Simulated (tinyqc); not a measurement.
Pairing against temperature: dopants and charged point defects at anneal temperature: Fermi-level effect, clustering and pairing. Computed by tinyqc, a small Python program. Command: `OMP_NUM_THREADS=1 python tinyqc.py 3009003 3009004 out.jsonl pairing walk`. One thread of a shared host (Intel(R) Xeon(R) Processor @ 2.30GHz), about 0.01 s of CPU time with the checks.

Boltzmann statistics and full ionisation of active dopants. Energies are counted from the valence band; the defect (a vacancy or self-interstitial) has five charge states, with all degeneracy factors one.

Inputs (values chosen for the exercise, with bands modelled on germanium):
```
quantity                                        value    unit
site density N_s                                3e+22   cm^-3
pair binding energy E_b                          0.65      eV
pair configurations Z                               4       -
impurity diffusion prefactor D_0              0.00034  cm^2/s
impurity migration energy E_m                    0.85      eV
dielectric constant eps                            16       -
active dopant density in the stored part N_2  2.8e+16   cm^-3
```

Dopant: donor. Second part: pairing with a mobile impurity.

Constants: k_B = 8.617333262e-05 eV/K; e^2/(4 pi eps_0) = 14.39964548 eV angstrom.

Method. An oppositely charged mobile impurity (density M) pairs with the dopant: pairs/free = Z (N_2/N_s) exp(E_b/k_B T_2) for M << N_2; capture radius R = e^2/(4 pi eps eps_0 k_B T_2); D_m = D_0 exp(-E_m/k_B T_2); association rate 4 pi R D_m N_2; dissociation rate = association rate/(pairs/free); tau = 1/(sum of both).

Equilibrium and kinetics:
```
T (K)  paired share  time constant (s)  D_m (cm^2/s)  effective D (cm^2/s)
270         1.00000         1.5872e+08    4.6292e-20            9.1330e-27
300         1.00000         4.5686e+06    1.7869e-18            5.7609e-24
340         0.99994         1.0819e+05    8.5513e-17            5.3093e-21
380         0.99936         5.7015e+03    1.8126e-15            1.1621e-18
430         0.99359         3.1356e+02    3.7079e-14            2.3767e-16
480         0.96144         3.1050e+01    4.0446e-13            1.5595e-14
550         0.77140         2.0878e+00    5.5301e-12            1.2642e-12
650         0.29035         5.8831e-02    8.7297e-11            6.1950e-11
```

What does the comparison show, and why?

Half the impurity is paired at T = E_b/(k_B ln(N_s/(Z N_2))) = 604 K. The time constant at 300 K is 4.6e6 s. Below 604 K pairs win, and the effective diffusivity has the activation energy E_m + E_b = 1.50 eV; above it the impurity is free and moves with E_m = 0.85 eV.
